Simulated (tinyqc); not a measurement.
Optical gain and spontaneous emission in a bulk direct-gap semiconductor: one step. Absorption of the empty crystal. Three cases, with inputs chosen for the exercise.

Task: Evaluate at E for heavy and light holes.

Parabolic bands, vertical transitions, no excitons. For each hole band j: mr = me mj/(me + mj); joint density of states J_j(E) = (mr/c)^(3/2) sqrt(E - Eg)/(2 pi^2), both spins, c = hbar^2/2m0; averaged matrix element |e.p|^2 = m0 Ep/6; alpha_j(E) = 4 pi^2 alpha_f c Ep J_j/(3 nr E) in 1/angstrom (alpha_f the fine-structure constant, listed as alpha among the constants), times 1e8 for 1/cm.

Constants: hbar^2/2m0 = 3.80998211 eV angstrom^2; fine-structure constant alpha = 0.007297352564.

Give: mr, J and alpha of each hole band.

Case 1.

Values chosen (near those of InGaAs; not measured data): Eg = 0.771 eV (direct gap); me = 0.0414 m0 (electron mass); mhh = 0.462 m0 (heavy-hole mass); mlh = 0.0517 m0 (light-hole mass); Ep = 22.2 eV (Kane energy); nr = 3.54 (refractive index); E = 0.809 eV (photon energy).

Result:

mr, J and alpha of each hole band:
```
hole,mr (m0),J (1/(eV angstrom^3)),alpha (1/cm)
heavy,0.03800,9.835e-06,2789.3
light,0.02299,4.629e-06,1312.9
```

The heavy-hole band gives 68 % of the total, 4102 1/cm.

Case 2.

Values chosen (near those of InGaAs; not measured data): Eg = 0.77 eV (direct gap); me = 0.0405 m0 (electron mass); mhh = 0.478 m0 (heavy-hole mass); mlh = 0.0507 m0 (light-hole mass); Ep = 23.7 eV (Kane energy); nr = 3.55 (refractive index); E = 0.875 eV (photon energy).

Result:

mr, J and alpha of each hole band:
```
hole,mr (m0),J (1/(eV angstrom^3)),alpha (1/cm)
heavy,0.03734,1.593e-05,4445.5
light,0.02251,7.457e-06,2081.7
```

The heavy-hole band gives 68 % of the total, 6527 1/cm.

Case 3.

Values chosen (near those of GaN; not measured data): Eg = 3.423 eV (direct gap); me = 0.1955 m0 (electron mass); mhh = 1.396 m0 (heavy-hole mass); mlh = 0.286 m0 (light-hole mass); Ep = 17.6 eV (Kane energy); nr = 2.64 (refractive index); E = 3.482 eV (photon energy).

Result:

mr, J and alpha of each hole band:
```
hole,mr (m0),J (1/(eV angstrom^3)),alpha (1/cm)
heavy,0.17148,0.0001175,8231.1
light,0.11612,6.548e-05,4586.6
```

The heavy-hole band gives 64 % of the total, 12818 1/cm.

Computed by tinyqc, one run a case: `OMP_NUM_THREADS=1 python tinyqc.py N N+1 out.jsonl` with N = 1651832, 1651881, 1652008; one thread of a shared Intel(R) Xeon(R) Processor @ 2.30GHz, about 0.1 s a run at most.
